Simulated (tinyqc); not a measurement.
# Potential-pH (Pourbaix) lines of a metal, its cation, its oxide and an oxyanion, with a complexing ligand, step by step

A worked calculation. Computed by tinyqc, a small Python program that keeps every step. Command: `OMP_NUM_THREADS=1 python tinyqc.py 3022020 3022021 out.jsonl pourb walk`. One thread of a shared host (Intel(R) Xeon(R) Processor @ 2.30GHz), about 0.01 s of CPU time with the checks. Intermediate numbers are printed to about 6 digits and carried at full precision; extremes and crossings named in words are read from the listed rows.

Potentials are against the standard hydrogen electrode; solids and water have unit activity; dG_f of M, H+ and the electron is zero; F = e N_A and s = R T ln(10)/F. The cation carries z = 3.

Inputs (values chosen for the exercise, modelled on gallium): dG_f of the cation = -156.7 kJ/mol; dG_f of the oxide = -999.81 kJ/mol; dG_f of the oxyanion = -529.31 kJ/mol; dG_f of water = -237.14 kJ/mol; temperature T = 298.15 K; log10 of the dissolved activity a = -6; pH = 8; potential E = 0.92 V; log10 of the stability constant beta of ML = 10; pKa of HL = 7.7; total ligand c_L = 0.0065 mol/L; limiting current density i_L = 0.00032 A/cm^2; molar volume V_m = 11.8 cm^3/mol.

Species: M, M3+, M2O3, MO2(-).

exchange current densities, metal and cathodic (A/cm^2): [7.5e-05, 2e-10]

Tafel slopes, anodic and cathodic (mV/decade): [90, 135]

Constants: R = 8.314462618 J/(mol K); e = 1.602176634e-19 C; N_A = 6.02214076e+23 1/mol.

## Standard potentials

M3+ + 3e = M; (1/2) M2O3 + 3H+ + 3e = M + (3/2) H2O; MO2(-) + 4H+ + 3e = M + 2H2O. For each, E0 = -dG/(z F), and E = E0 + (s/z) log10 a - (s n_H/z) pH, with no activity term for the oxide.

s = 0.0591593 V

E0 (V): cation -0.541360, oxide -0.498159, oxyanion -0.190115

The metal is less noble than hydrogen.

## Vertical lines

Two oxidised species coexist where their lines against the metal cross: pH1 (cation/oxide) = [E0(oxide) - E0(cation)]/s - (log10 a)/z; pH2 (oxide/oxyanion) = {[E0(oxyanion) - E0(oxide)]/s + (log10 a)/z}/(4/z - 1).

pH1 = 2.73026

pH2 = 9.62103

width of the oxide field, pH2 - pH1 = 6.89077

The oxide is stable from pH 2.73 to 9.62; each decade less of dissolved metal narrows this field by 1.33 pH units.

## The stable species at (pH, E)

The metal is stable below the lowest of the three lines; above it, the species of the lowest line is stable. Water lines at 1 bar: hydrogen E = -s pH, oxygen E = -dG_f(water)/(2F) - s pH.

lines at this pH (V): cation -0.659679, oxide -0.971433, oxyanion -0.939467

upper limit of immunity = -0.971433 V

hydrogen line = -0.473275 V

oxygen line = 0.755617 V

E above the limit of immunity = 1.89143 V

Stable here: the oxide (passivity, if the film is dense). The point lies outside the stability range of water. Water itself can oxidise the metal at this pH. Caution: other oxidation states, hydroxides and hydrides are left out, and the lines say nothing of rates.

## A complexing ligand

The free ligand is c_L/(1 + 10^(pKa - pH)) (ligand in excess); dissolved metal is a in all, so the free cation is a/alpha, alpha = 1 + beta [L]; the cation line drops by (s/z) log10 alpha.

free ligand = 0.00432991 mol/L

log10 alpha = 7.63648

cation line with ligand = -0.810269 V

that line less the oxide line = 0.161165 V

The oxide still lies below the complexed cation at this pH.

## Mixed potential with oxygen reduction

Anodic i = i0a 10^((E - E_a)/b_a) with E_a the cation line with ligand; cathodic i = i0c 10^((E_c - E)/b_c) with E_c the oxygen line; supply caps the cathodic current, 1/i_c = 1/i(Tafel) + 1/i_L. E_corr makes the two currents equal. Without the cap it would be [b_c E_a + b_a E_c + b_a b_c log10(i0c/i0a)]/(b_a + b_c). Rate = i V_m/(z F). Films are left out.

E_corr without the cap = -0.484912 V

corrosion potential E_corr = -0.753561 V

corrosion current density = 3.19997e-04 A/cm^2

i/i_L = 0.999989

etch rate = 7.82701 nm/min

The current sits at the supply limit: stirring or more oxidant, not the ligand, sets the rate. Caution: at this pH the oxide, not the cation, is the stable product, and a film would cut the rate. Caution: E_corr lies below the hydrogen line, so hydrogen evolution, left out here, adds cathodic current.

## The diagram with and without ligand

The formulas are those given above.

Lines against the metal (V); the species with the lowest line is stable above it:
```
pH     cation     oxide  oxyanion  stable above  cation with ligand  stable above, ligand
0   -0.659679  -0.49816  -0.30843        cation           -0.666801             dissolved
2   -0.659679  -0.61648  -0.46619        cation           -0.701411             dissolved
4   -0.659679  -0.73480  -0.62395         oxide           -0.740784             dissolved
5   -0.659679  -0.79396  -0.70283         oxide           -0.760488                 oxide
6   -0.659679  -0.85311  -0.78171         oxide           -0.780055                 oxide
7   -0.659679  -0.91227  -0.86059         oxide           -0.798386                 oxide
8   -0.659679  -0.97143  -0.93947         oxide           -0.810269                 oxide
9   -0.659679  -1.03059  -1.01835         oxide           -0.813329                 oxide
10  -0.659679  -1.08975  -1.09723      oxyanion           -0.813705              oxyanion
12  -0.659679  -1.20807  -1.25498      oxyanion           -0.813748              oxyanion
14  -0.659679  -1.32639  -1.41274      oxyanion           -0.813748              oxyanion
```

Without ligand the oxide holds 6 of the eleven rows (pH 4 to 9), with it 5 (pH 5, 6, 7, 8, 9). The ligand acts once beta [L] exceeds 1, from pH = pKa - log10(beta c_L) = -0.1 on, that is in all rows; its line then falls by at most s/z per pH unit and flattens beyond pKa, 0.154 V below the free cation at most. The oxide line falls faster, by s per pH unit, so the oxide takes over again at higher pH.

Checks made by the program: the lines cross at pH1 and pH2 (relative difference below 1e-10).
